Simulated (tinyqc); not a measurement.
Valley splitting in a one-orbital chain of atomic planes (second-neighbour model): one step. Hoppings from the valley position and mass. Four cases, with inputs chosen for the exercise.

Task: The curvature at the minimum is d2E/dphi2 = 8 u sin^2(phi0) = (2c/ml)/(a/4)^2 with c = hbar^2/2m0; v = -4 u cos(phi0); e0 = 2u + v^2/(4u).

Each (001) plane carries one orbital with energy e0, hopping v to the next plane and u to the second: E(phi) = e0 + 2 v cos(phi) + 2 u cos(2 phi), where phi = pi - k a/4 (the sign of every second orbital is chosen so that v > 0, which shifts the phase by pi). The minimum lies at cos(phi0) = -v/(4u), phi0 = pi - (pi/2) k0 for a valley at k0 (2 pi/a), and e0 puts it at zero. A slab of N planes has hard walls: the matrix simply ends.

Constants: hbar^2/2m0 = 3.80998211 eV angstrom^2.

Give: phi0; u; v; e0.

Case 1.

Values chosen (out of a larger set: near those of the Delta valleys of silicon; abrupt walls in this chain split the valleys several times more than measured wells; not measured data):
- a = 5.43 angstrom (lattice constant; planes lie a/4 apart)
- k0 = 0.828 2 pi/a (position of the valley)
- ml = 0.91 m0 (longitudinal mass)

Result:

phi0 = 1.84097 rad
u = 0.61156 eV
v = 0.65290 eV
e0 = 1.39737 eV

Case 2.

Values chosen (out of a larger set: near those of the Delta valleys of silicon; abrupt walls in this chain split the valleys several times more than measured wells; not measured data):
- a = 5.431 angstrom (lattice constant; planes lie a/4 apart)
- k0 = 0.81 2 pi/a (position of the valley)
- ml = 0.98 m0 (longitudinal mass)

Result:

phi0 = 1.86925 rad
u = 0.57712 eV
v = 0.67879 eV
e0 = 1.35384 eV

Case 3.

Values chosen (out of a larger set: near those of the Delta valleys of silicon; abrupt walls in this chain split the valleys several times more than measured wells; not measured data):
- a = 5.423 angstrom (lattice constant; planes lie a/4 apart)
- k0 = 0.846 2 pi/a (position of the valley)
- ml = 0.919 m0 (longitudinal mass)

Result:

phi0 = 1.81270 rad
u = 0.59821 eV
v = 0.57321 eV
e0 = 1.33373 eV

Case 4.

Values chosen (out of a larger set: near those of the Delta valleys of silicon; abrupt walls in this chain split the valleys several times more than measured wells; not measured data):
- a = 5.437 angstrom (lattice constant; planes lie a/4 apart)
- k0 = 0.825 2 pi/a (position of the valley)
- ml = 0.882 m0 (longitudinal mass)

Result:

phi0 = 1.84569 rad
u = 0.63101 eV
v = 0.68512 eV
e0 = 1.44799 eV

Computed by tinyqc, one run a case: `OMP_NUM_THREADS=1 python tinyqc.py N N+1 out.jsonl` with N = 1450149, 1450511, 1450584, 1450673; one thread of a shared Intel(R) Xeon(R) Processor @ 2.30GHz, about 0.02 s a run at most.
